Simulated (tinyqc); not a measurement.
# Silicon n-p-n transistor, Gummel numbers and transit times: what changes with what

One-dimensional n-p-n transistor in the forward active mode at low injection. In the base p(x) = NB exp(-eta x/wb) and ni(x)^2 = ni^2 exp((g0 + g1 x/wb)/Vt); electrons leave the base at vsat; band spikes at the emitter junction and recombination inside the emitter are ignored.

Inputs (values chosen for the exercise); band and dielectric values close to those of silicon: temperature T = 300 K; band gap Eg = 1.1 eV; relative permittivity eps_r = 11.8; conduction-band density of states at T Nc = 2.77e19 cm^-3; valence-band density of states at T Nv = 2.63e19 cm^-3; saturation velocity vsat = 9.83e6 cm/s; neutral base width wb = 160 nm; base doping at the emitter edge NB = 5.5e17 cm^-3; doping falls as exp(-eta x/wb) eta = 0; gap reduction at the emitter edge of the base g0 = 0 eV; further gap reduction across the base (linear) g1 = 0 eV; electron diffusion coefficient in the base Dn = 8.5 cm^2/s; emitter doping NE = 2.9e20 cm^-3; gap reduction in the emitter (negative: wider gap) gE = 0.125 eV; neutral emitter width we = 160 nm; hole diffusion coefficient in the emitter Dp = 1.4 cm^2/s; recombination velocity at the emitter contact Se = 50000 cm/s; electron lifetime in the base tb = 6e-8 s; collector doping NC = 9e15 cm^-3; collector-base reverse bias VCB = 0.4 V; emitter junction capacitance Cj = 1 fF/um^2; emitter plus collector resistance Rc = 22 ohm um^2; hole mobility in the base mp = 150 cm^2/(V s).

Constants: q = 1.602176634e-19 C, kB = 1.380649e-23 J/K, Vt = kB T/q, eps0 = 8.8541878128e-14 F/cm where lengths are in cm. Results are converted to the units shown.

Each table varies one quantity; the others keep the values above.

## Cut-off frequency against collector current

f(x) = p(x) ni^2/ni(x)^2; I(x) = integral from x to wb of f/Dn, plus f(wb)/vsat; base Gummel number GB = I(0); electron density per unit flux n/(J/q) = I/f; base transit time tauB = integral of I/f over the base. ni = sqrt(Nc Nv) exp(-Eg/(2 Vt)), Eg in volts; JC = J0 exp(VBE/Vt), J0 = q ni^2/GB; collector layer one-sided, Wc = sqrt(2 eps0 eps_r (Vbc + VCB)/(q NC)), Vbc = Vt ln(NB exp(-eta) NC/ni^2), Cjc = eps0 eps_r/Wc, tauC = Wc/(2 vsat). Delay 1/(2 pi fT) = tauE + tauB + tauC + tauR with tauE = Vt (Cj + Cjc)/JC and tauR = Rc Cjc. Charge stored in the emitter is left out. The Kirk effect, also left out, sets in near JC = q NC vsat. n(0) = (JC/q) I(0)/f(0).

The same in every row: tauB (ps) = 16.69; tauC (ps) = 2.114; tauR (ps) = 0.005530.

Cut-off frequency against collector current:
```
JC (mA/um^2)	VBE (V)	tauE (ps)	fT (GHz)	JC/(q NC vsat)	n(0)/NB
0.00047	0.7216	68.83	1.816	0.003316	0.001058
0.001	0.7411	32.35	3.111	0.007055	0.002252
0.0022	0.7615	14.70	4.749	0.01552	0.004953
0.0047	0.7811	6.883	6.195	0.03316	0.01058
0.01	0.8006	3.235	7.221	0.07055	0.02252
0.022	0.8210	1.470	7.849	0.1552	0.04953
0.046	0.8401	0.7033	8.158	0.3245	0.1036
0.099	0.8599	0.3268	8.318	0.6984	0.2229
0.21	0.8793	0.1540	8.394	1.482	0.4728
```

Read the table: what changes, and by how much?

fT rises from 1.82 to 8.39 GHz as the charging time falls as 1/JC; its limit for vanishing tauE is 8.46 GHz, of which the largest delay is tauB (88.7 %). tauE equals the other delays together at JC = 0.00172 mA/um^2. For JC = 0.099, 0.21 JC nears or passes q NC vsat, where base push-out would lower fT. For JC = 0.099, 0.21 the electron density at the emitter edge exceeds a fifth of NB, beyond low injection.

## Effect of the base doping at the emitter edge

ni = sqrt(Nc Nv) exp(-Eg/(2 Vt)), Eg in volts; GE = NE exp(-gE/Vt)(we/Dp + 1/Se); JC = J0 exp(VBE/Vt), J0 = q ni^2/GB; gain limited by back injection GE/GB, by base recombination tb/tauB, together 1/beta = the sum of the inverses; collector layer one-sided, Wc = sqrt(2 eps0 eps_r (Vbc + VCB)/(q NC)), Vbc = Vt ln(p(wb) NC/ni^2), Cjc = eps0 eps_r/Wc; Early voltage VA = GB q p(wb)/(f(wb) Cjc [1/Dn - (eta + g1/Vt)/(wb vsat)]), f(wb) = p(wb) exp(-(g0 + g1)/Vt), p(wb) = NB exp(-eta); tauC = Wc/(2 vsat). Peak fT here means 1/(2 pi (tauB + tauC + Rc Cjc)); base sheet resistance 1/(q mp times the integral of p).

The same in every row: tb/tauB = 3596; tauB (ps) = 16.69.

Effect of the base doping at the emitter edge:
```
NB (cm^-3)	GB (s/cm^4)	GE/GB	beta	VA (V)	tauC (ps)	peak fT (GHz)	base sheet resistance (kohm)
6.9e16	1.369e11	528.9	461.1	7.249	2.066	8.484	37.69
1.2e17	2.381e11	304.1	280.4	12.69	2.079	8.479	21.67
2e17	3.968e11	182.5	173.7	21.26	2.091	8.473	13.00
3.3e17	6.547e11	110.6	107.3	35.28	2.103	8.468	7.881
5.7e17	1.131e12	64.03	62.91	61.30	2.115	8.462	4.563
9.6e17	1.905e12	38.02	37.62	103.8	2.127	8.457	2.709
1.6e18	3.175e12	22.81	22.67	174.0	2.139	8.452	1.625
2.8e18	5.555e12	13.03	12.99	306.3	2.151	8.446	0.9288
```

What does the comparison show?

As NB goes from 6.9e16 to 2.8e18, beta falls from 461 to 13.0, VA rises from 7.25 to 306 V, the peak fT stays near 8.47 GHz and the base sheet resistance falls from 37.7 to 0.929 kohm. The product beta VA changes by a factor of 1.19. Back injection limits the gain in every row. For NB = 6.9e16 the collector doping exceeds a tenth of the base doping at that edge, so the one-sided formulas are rough.

Range of the model: Heavy doping makes emitter or base degenerate; gE and g0 are to be read as apparent gap changes that include this.

Numbers from tinyqc (`OMP_NUM_THREADS=1 python tinyqc.py 2320032 2320033 out.jsonl`; about 0.01 s on one thread of a shared Intel Xeon 2.30GHz).
